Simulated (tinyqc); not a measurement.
# Atomic layer deposition: Langmuir saturation, growth per cycle and coating of deep features, step by step

A worked calculation. Computed by tinyqc, a small Python program that keeps every step. Command: `OMP_NUM_THREADS=1 python tinyqc.py 3001508 3001509 out.jsonl ald walk`. One thread of a shared host (Intel(R) Xeon(R) Processor @ 2.30GHz), about 0.01 s of CPU time with the checks. Intermediate numbers are printed to about 6 digits and carried at full precision; extremes and crossings named in words are read from the listed rows.

Precursor A sticks only on free sites, so a long enough pulse saturates; co-reactant B then frees the sites again.

Inputs (values chosen for the exercise, modelled on zinc oxide from diethylzinc and water):
```
quantity,value,unit
precursor mass M,124,u
site density q,7.2,1/nm^2
growth per cycle at saturation G,1.9,angstrom
sticking probability beta on free sites,0.059,-
precursor pressure p,11,Pa
temperature T,125,C
pulse time t,0.0012,s
co-reactant completion per pulse c_B,0.9,-
desorption energy E_d,1.4,eV
purge time t_p,13,s
aspect ratio a,16,-
```

Feature: long trench.

Constants: u = 1.6605390666e-27 kg; k_B = 1.380649e-23 J/K; k_B = 8.617333262e-05 eV/K.

## Flux and saturation time

Wall flux F = p/sqrt(2 pi M k_B T); rate of filling k_a = beta F/q; desorption k_d = 1e13 exp(-E_d/(k_B T)) per second. 1/m^2 = 1e-18/nm^2. Temperatures in kelvin are T(C) + 273.15.

flux F = 130437 1/(nm^2 s)

k_a = 1068.86 1/s

k_d = 1.90027e-05 1/s

time to 99 % without desorption, ln(100)/k_a = 0.00430848 s

## The first four cycles

One cycle from coverage th0: pulse A gives th1 = th_s + (th0 - th_s) exp(-(k_a + k_d) t), th_s = k_a/(k_a + k_d); the purge leaves th2 = th1 exp(-k_d t_p); pulse B converts c_B th2 into film and leaves th3 = (1 - c_B) th2. Growth = G c_B th2. Start from th0 = 0.

Cycles:
```
cycle,th0,th1,th2,th3,growth (angstrom)
1,0.0000000,0.722694,0.722516,0.0722516,1.23550
2,0.0722516,0.742730,0.742547,0.0742547,1.26975
3,0.0742547,0.743286,0.743102,0.0743102,1.27070
4,0.0743102,0.743301,0.743117,0.0743117,1.27073
```

## Steady growth per cycle

The periodic state has th0 = th3: th0 = (1 - c_B) e_p th_s (1 - e_a)/(1 - (1 - c_B) e_p e_a), with e_a = exp(-(k_a + k_d) t), e_p = exp(-k_d t_p). Share of impinging molecules used = q (th1 - th0)/(F t).

coverage after pulse A = 0.743301

growth per cycle = 1.27073 angstrom

share of impinging molecules used = 0.0307729

The pulse is 1.28 filling times long: not fully saturated, so thickness still depends somewhat on the local dose. Caution: common pulse valves need about 10 ms, so a pulse this short is formal.

## Exposure for a deep feature

Diffusion-limited filling (Gordon) of a long trench of width w, hydraulic diameter 2w, so that a is replaced by a/2 in the hole formula: t = (q/F)(1 + 19a/8 + 3a^2/8). Reaction-limited filling needs ln(100)/k_a at any depth, k_a = beta F/q. Flow is molecular. The front picture holds when the modulus (a/2) sqrt(beta) is well above 1. Depth reached by the given pulse: solve the same formula for a. Exposure = p x diffusion-limited time; 1 langmuir = 1.33322e-4 Pa s.

diffusion-limited time = 0.00745185 s

exposure = 614.830 langmuir

modulus = 1.94319

aspect ratio reached by the front in time t = 4.91624

Diffusion needs 0.00745 s and reaction 0.00431 s: both matter. Caution: the modulus is not well above 1 or the Gordon time is under three times ln(100)/k_a, so there is no sharp front: the Gordon time is only a lower bound and the reaction time must be met as well. Caution: the pulse is shorter than ln(100)/k_a, so even the open surface is not saturated and the depth reached has no meaning. Caution: the depth reached is formal here: it is under 4/sqrt(beta), so no sharp front has formed.

## Coverage along the feature as the dose grows

Continuum model with steady gas transport: d2n/dz2 = 3 beta (1 - th) n/d_h^2 (d_h the hydraulic diameter, n = 1 at the mouth, no flux at the floor, 60 cells), d th/dt = beta F n (1 - th)/q; no desorption. Times are multiples of the larger of the Gordon time and ln(100)/k_a.

Coverage:
```
multiple,t (s),top cell,quarter depth,half depth,three quarters,floor cell
0.05,0.00037259,0.321,0.164,0.078,0.040,0.029
0.10,0.00074518,0.540,0.310,0.157,0.083,0.061
0.20,0.00149037,0.789,0.547,0.316,0.179,0.136
0.40,0.00298074,0.956,0.829,0.603,0.401,0.325
0.60,0.00447111,0.991,0.944,0.810,0.634,0.553
0.80,0.00596148,0.998,0.984,0.928,0.829,0.775
1.00,0.00745185,1.000,0.996,0.979,0.944,0.922
1.30,0.00968740,1.000,1.000,0.998,0.994,0.991
```

At a multiple of 0.2 the coverage is 0.79 at the top and 0.14 at the floor. The coverage falls gradually with depth, without a sharp front. In the last row the floor reaches 0.991.

Checks made by the program: periodic state against 400 explicit cycles (relative difference below 1e-10).
